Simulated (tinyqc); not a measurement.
From results back to parameters: Gamma, L and X subbands of a thin body with non-parabolic valleys. Five cases, with inputs chosen for the exercise.

Problem. Hard walls; each subband edge rises by e with e (1 + a e) = c (pi/t)^2/m_z, c = hbar^2/2m0. The thickness at which the Gamma and L edges cross was computed from a hidden bulk separation EL.

Constants: hbar^2/2m0 = 3.80998211 eV angstrom^2.

Case 1.

Values chosen (near those of a thin GaSb channel; the results hold for these values, not for the real material):
- mG = 0.0394 m0 (Gamma mass)
- aG = 1.13 1/eV (Gamma non-parabolicity)
- mzL = 0.1474 m0 (confinement mass of the lowest L group)
- aS = 0.45 1/eV (non-parabolicity of L and X)

crossing thickness = 116.276 angstrom

Case 2.

Values chosen (near those of a thin InAs channel; the results hold for these values, not for the real material):
- mG = 0.026 m0 (Gamma mass)
- aG = 2.25 1/eV (Gamma non-parabolicity)
- mzL = 0.1326 m0 (confinement mass of the lowest L group)
- aS = 0.67 1/eV (non-parabolicity of L and X)

crossing thickness = 13.591 angstrom

Case 3.

Values chosen (near those of a thin GaSb channel; the results hold for these values, not for the real material):
- mG = 0.0393 m0 (Gamma mass)
- aG = 1.15 1/eV (Gamma non-parabolicity)
- mzL = 1.296 m0 (confinement mass of the lowest L group)
- aS = 0.35 1/eV (non-parabolicity of L and X)

crossing thickness = 117.922 angstrom

Case 4.

Values chosen (near those of a thin GaSb channel; the results hold for these values, not for the real material):
- mG = 0.0386 m0 (Gamma mass)
- aG = 1.12 1/eV (Gamma non-parabolicity)
- mzL = 0.1459 m0 (confinement mass of the lowest L group)
- aS = 0.43 1/eV (non-parabolicity of L and X)

crossing thickness = 123.626 angstrom

Case 5.

Values chosen (near those of a thin GaAs channel; the results hold for these values, not for the real material):
- mG = 0.0674 m0 (Gamma mass)
- aG = 0.57 1/eV (Gamma non-parabolicity)
- mzL = 0.1117 m0 (confinement mass of the lowest L group)
- aS = 0.57 1/eV (non-parabolicity of L and X)

crossing thickness = 22.018 angstrom

Find: rise of Gamma; rise of L; EL.

Solution. At the crossing the rise of Gamma equals EL plus the rise of L.

Case 1.

rise of Gamma = 0.066 eV
rise of L = 0.019 eV
EL = 0.047 eV

Case 2.

rise of Gamma = 1.656 eV
rise of L = 0.941 eV
EL = 0.715 eV

Case 3.

rise of Gamma = 0.064 eV
rise of L = 0.002 eV
EL = 0.062 eV

Case 4.

rise of Gamma = 0.060 eV
rise of L = 0.017 eV
EL = 0.043 eV

Case 5.

rise of Gamma = 0.793 eV
rise of L = 0.533 eV
EL = 0.260 eV

Computed by tinyqc, one run a case: `OMP_NUM_THREADS=1 python tinyqc.py N N+1 out.jsonl` with N = 1251022, 1251071, 1251154, 1251228, 1251310; one thread of a shared Intel(R) Xeon(R) Processor @ 2.30GHz, about 0.06 s a run at most.
